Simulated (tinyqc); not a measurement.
## Well width from the intersubband spacing

Question. In an empty well of width L and depth Vb, level k solves kw L/2 = (k - 1) pi/2 + arctan(sqrt((mw/mb)(Vb - E)/E)) with kw = sqrt(mw E/C), C = hbar^2/(2 m0). Find L, E1 and E2 from the spacing.

Inputs (values chosen for the exercise); material values close to those of GaN in AlGaN: mass along z in the well mw = 0.197 m0; mass along z in the barriers mb = 0.249 m0; barrier height Vb = 0.39 eV.

Constants: q = 1.602176634e-19 C, hbar = 1.054571817e-34 J s, m0 = 9.1093837015e-31 kg, hbar^2/(2 m0) = 0.0380998212 eV nm^2. Results are converted to the units shown.

E2 - E1 = 43.227605 meV

Answer. Both levels are solved for trial widths until their difference matches. A second level is bound only for L above 2.21 nm, and over that range one width gives this spacing.

L = 9.90 nm
E1 = 14.5 meV
E2 = 57.7 meV

tinyqc, about 0.3 s, one thread, Intel Xeon 2.30GHz (shared host): `OMP_NUM_THREADS=1 python tinyqc.py 2140119 2140120 out.jsonl`
